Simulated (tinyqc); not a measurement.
One-electron ion in a basis of Gaussians, step by step. One step of it, computed by the program tinyqc.

Task: Generalised eigenproblem. Solve H C = S C e through S^(-1/2); each column has its largest component positive (the first on a tie).

H = T + V (hartree), lower triangle:
```
           1          2          3          4
1  -0.679236
2  -0.617127  -0.963942
3  -0.349912  -0.865583  -1.235904
4  -0.147488  -0.503791  -1.080929  -1.207960
```

S, lower triangle:
```
          1         2         3         4
1  1.000000
2  0.693170  1.000000
3  0.262118  0.693058  1.000000
4  0.069141  0.262087  0.693122  1.000000
```

Give: eigenvalues of S; eigenvalues; coefficients.

Result:

eigenvalues of S: 0.0868  0.3762  1.1510  2.3860

eigenvalues (hartree): -1.3636  -0.7667  -0.4904  -0.0490

coefficients:
```
         1        2        3        4
1  -0.0164   0.1357   1.3584   0.7843
2   0.1088   0.9604  -1.0330  -1.8035
3   0.4962  -0.1720  -0.0682   2.2300
4   0.5295  -0.4740   0.3957  -1.3480
```

For Z = 5 and l = 2 the exact lowest level is -Z^2/(2 n^2) with n = l + 1: -1.388889 hartree.
